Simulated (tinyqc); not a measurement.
From rigid to soft shells: rigid-ion and shell models of the dielectric response of an ionic crystal. Computed by tinyqc, a small Python program. Command: `OMP_NUM_THREADS=1 python tinyqc.py 3015686 3015687 out.jsonl shell walk`. One thread of a shared host (Intel(R) Xeon(R) Processor @ 2.30GHz), about 0.01 s of CPU time with the checks.

Charges +Z and -Z; 8 nearest neighbours, Madelung constant M = 1.762675, volume per ion pair Omega = 1.539601 d^3. Energy per pair U = -M Z^2 e2/d + 8 A exp(-d/rho), e2 = e^2/(4 pi eps_0). In the shell model the anion is a core of charge Y - Z and a massless shell of charge -Y, joined by the spring k; the repulsion acts on the shell. Each ion feels the Lorentz field E + (4 pi/3) P (Gaussian units).

Inputs (values chosen for the exercise, for a model crystal): nearest-neighbour distance d = 2.5 angstrom; ionic charge Z = 2 e; hardness d/rho = 8.72; cation mass = 51.3 u; anion mass = 19 u; shell charge size Y = 2.38 e; core-shell spring k = 60 eV/angstrom^2; cation polarisability alpha_+ = 0.54 angstrom^3.

Structure: caesium chloride.

Constants: e^2/(4 pi eps_0) = 14.39964548 eV angstrom; 1 eV/angstrom^3 = 160.2176634 GPa; nu for 1 eV/(angstrom^2 u) = 15.6333042 THz; 1 THz = 33.35640952 1/cm.

Method:
- Zero pressure fixes 8 A exp(-d/rho) = M Z^2 e2 rho/d^2. Then U = -(M Z^2 e2/d)(1 - rho/d), B = M Z^2 e2 (d/rho - 2)/(9 Omega d), and the spring of one sublattice against the other is R = (1/3) x (Laplacian of the repulsion summed over neighbours) = M Z^2 e2 (d/rho - 2)/(3 d^3), so R = 3 B Omega/d^2.
- With C = 4 pi Z^2 e2/(3 Omega): mu lambda_TO = R - C, mu lambda_LO = R + 2 C; eps_inf = 1 and eps_s = lambda_LO/lambda_TO.
- lambda in eV/(angstrom^2 u) gives the wavenumber 15.6333042 x 33.35640952 x sqrt(lambda); mu is the reduced mass.
- Eliminating the shell gives the anion polarisability alpha_- = Y^2 e2/(k + R), the Szigeti charge Z_S = Z - Y R/(k + R) and the softened spring R' = k R/(k + R). With b = 4 pi (alpha_+ + alpha_-)/(3 Omega): eps_inf = (1 + 2b)/(1 - b) (Clausius-Mossotti); Born charge Z* = Z_S (eps_inf + 2)/3.
- mu lambda_TO = R' - (4 pi e2/(3 Omega)) Z_S^2/(1 - b); mu lambda_LO = mu lambda_TO + 4 pi e2 Z*^2/(eps_inf Omega); eps_s = eps_inf lambda_LO/lambda_TO.

repulsive spring R = 14.5550 eV/angstrom^2

volume Omega = 24.0563 angstrom^3

omega_LO, rigid ions = 823.941 1/cm

Response against the core-shell spring:
```
k (eV/angstrom^2)  eps_inf     Z_S      Z*  omega_TO (1/cm)  omega_LO (1/cm)   eps_s
48                  2.4187  1.4462  2.1302           259.90           586.79  12.329
60                  2.1930  1.5354  2.1459           260.21           614.41  12.227
78                  1.9866  1.6257  2.1604           260.50           643.78  12.133
110                 1.7881  1.7219  2.1742           260.77           676.78  12.044
160                 1.6381  1.8015  2.1847           260.98           705.68  11.977
240                 1.5287  1.8639  2.1924           261.13           729.42  11.928
480                 1.4198  1.9300  2.2000           261.28           755.78  11.879
1800                1.3402  1.9809  2.2056           261.39           777.05  11.844
```

What follows from these numbers?

From the stiffest to the softest shell eps_inf rises from 1.34 to 2.42 and Z_S falls from 1.98 to 1.45; omega_LO moves by -24 % and omega_TO by -0.6 %. Screening by eps_inf cuts the LO frequency, which rigid ions overstate (rigid ions: 824 per cm); eps_s goes from 11.84 to 12.33.
